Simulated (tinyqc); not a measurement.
## Single-junction solar cell, detailed-balance limit: effect of the cell temperature

Every photon above the gap Eg makes one pair and none below is absorbed; carriers thermalise at T and move without loss. Jsc = q fs X Phi(Eg, Ts); the dark current is J0 = q ge Phi(Eg, T)/ERE with the Boltzmann factor exp(V/Vt). The efficiency is the electrical power over fs X sigma Ts^4.

Photon flux above E from a black body at temperature T into a hemisphere: Phi(E, T) = A sum_k exp(-k E/th)[E^2 th/k + 2 E th^2/k^2 + 2 th^3/k^3], k = 1, 2, ..., with th = kB T/q in eV and A = 2 pi q^3/(h^3 c^2). J(V) = Jsc - J0 (exp(V/Vt) - 1); Voc = Vt ln(1 + Jsc/J0); at maximum power v = Vmp/Vt solves (1 + v) exp(v) = 1 + Jsc/J0. Pin = fs X sigma Ts^4, sigma = 2 pi^5 kB^4/(15 h^3 c^2). FF = Vmp Jmp/(Voc Jsc).

Inputs (values chosen for the exercise):
```
symbol,value,unit,meaning
Ts,7000,K,temperature of the black-body sun
fs,2.16e-5,,share of the hemisphere filled by the sun
X,1,,concentration
ERE,0.0001,,external radiative efficiency
ge,2,,number of faces that emit
Eg,0.82,eV,band gap
```

Constants: q = 1.602176634e-19 C, kB = 1.380649e-23 J/K, h = 6.62607015e-34 J s, c = 299792458 m/s, Vt = kB T/q. Results are converted to the units shown.

The same in every row: Jsc (mA/cm^2) = 137.3.

Result of one run:
```
Voc (V)  Eg/q - Voc (V)      FF  efficiency (%)
0.5245           0.2955  0.8587           21.03
```

Which cell temperature T gave this result: 200, 320, 360 or 400 K?

T = 200 K.

The whole series:
```
T (K)  Voc (V)  Eg/q - Voc (V)      FF  efficiency (%)
200     0.5245          0.2955  0.8587           21.03
240     0.4615          0.3585  0.8225           17.72
280     0.3978          0.4222  0.7800           14.49
320     0.3336          0.4864  0.7289           11.36
360     0.2689          0.5511  0.6653           8.354
400     0.2038          0.6162  0.5841           5.560
```

As T goes from 200 to 400 K, Jsc stays at 137 mA/cm^2, Voc falls from 0.525 to 0.204 V and the efficiency falls from 21.0 to 5.56 %. Voc changes by -1.60 mV/K on average with Eg fixed, and the efficiency by -0.67 % of itself per kelvin.

Numbers from tinyqc (`OMP_NUM_THREADS=1 python tinyqc.py 2820007 2820008 out.jsonl`; about 0.01 s on one thread of a shared Intel Xeon 2.30GHz).
